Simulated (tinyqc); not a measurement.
MOSFET in saturation, small-signal circuit and noise: effect of the inversion coefficient on speed and noise.

Bias by the inversion coefficient IC = I/Ispec (charge-based model with velocity saturation; weak inversion below 0.1, strong above 10). Common-source circuit: gm, gds, Cgs, Cgd and Cj at the inner nodes, Rg in series with the gate; quasi-static, no source or drain resistance, no gate-body capacitance, no substrate network, no induced gate noise, so fmax is an upper estimate.

Ispec = 2 n mu Cox (W/L) Vt^2, lc = Ls/L, gms = [sqrt((lc IC + 1)^2 + 4 IC) - 1]/[2 + lc (lc IC + 1)], gm = gms Ispec/(n Vt), gds = sg gm. qs = [sqrt(1 + 4 IC) - 1]/2, Cgs = Cox W L qs (2 qs + 3)/(3 (qs + 1)^2) + Cov W, Cgd = Cov W, Cd = Cj W, Rg = Rsh (Wf/L)/(12 Nf) + Rc/W with Nf = W/Wf fingers (not rounded) contacted at both ends. fT = gm/(2 pi (Cgs + Cgd)), fmax = fT/(2 sqrt(Rg (gds + 2 pi fT Cgd))). Channel noise Sid = 4 kB T gam n gm with gam = (1/2 + (2/3) qs)/(1 + qs) + gw lc IC, qs = [sqrt(1 + 4 IC) - 1]/2, lc = Ls/L (the last term an empirical rise with velocity saturation); at the gate, white noise Sw = Sid/gm^2 + 4 kB T Rg. Number fluctuation with correlated mobility: S(f) = K/f, K = q^2 Vt lt Nt/(W L Cox^2) (1 + ac mu Cox I/gm)^2, Vt in eV with Nt per eV. Corner fc = K/Sw. IC is held fixed.

Parameters, values chosen for the exercise: temperature T = 400 K; gate length L = 350 nm; total gate width W = 10 um; gate capacitance Cox = 2.07 uF/cm^2; mobility mu = 270 cm^2/(V s); slope factor n = 1.35; velocity-saturation length Ls = 10 nm; ratio gds/gm sg = 0.013; overlap and fringe capacitance per side Cov = 0.42 fF/um; drain junction capacitance Cj = 0.59 fF/um; sheet resistance of the gate Rsh = 20 ohm; finger width Wf = 2 um; gate contact and vertical resistance Rc = 200 ohm um; short-channel excess of the noise factor gw = 0.14; oxide trap density Nt = 1.7e18 cm^-3 eV^-1; tunnelling length into the oxide lt = 0.1 nm; Coulomb scattering coefficient ac = 1000 V s/C.

Constants: q = 1.602176634e-19 C, kB = 1.380649e-23 J/K, Vt = kB T/q. Results are converted to the units shown.

The same in every row: Rg (ohm) = 21.90.

Effect of the inversion coefficient on speed and noise:
```
IC    I (uA)  fT (GHz)  fmax (GHz)  sqrt(Sw) (nV/Hz^0.5)  fc (MHz)
0.03   1.537    0.4894       14.32                 21.68    0.2251
0.1    5.123     1.120       21.54                 12.36    0.6944
0.3    15.37     1.957       28.16                 7.775     1.768
1      51.23     3.313       36.08                 5.047     4.278
3      153.7     5.447       45.68                 3.629     8.563
10     512.3     9.691       60.37                 2.679     16.82
30      1537     16.59       78.62                 2.158     28.89
```

As IC goes from 0.03 to 30, fT rises from 0.489 to 16.6 GHz, fmax rises from 14.3 to 78.6 GHz, the white noise falls from 21.7 to 2.16 nV/Hz^0.5 and the corner rises from 0.225 to 28.9 MHz. In every row fmax exceeds 4 fT, where channel resistance and substrate losses, left out here, would cap it.

Numbers from tinyqc (`OMP_NUM_THREADS=1 python tinyqc.py 2150145 2150146 out.jsonl`; about 0.01 s on one thread of a shared Intel Xeon 2.30GHz).
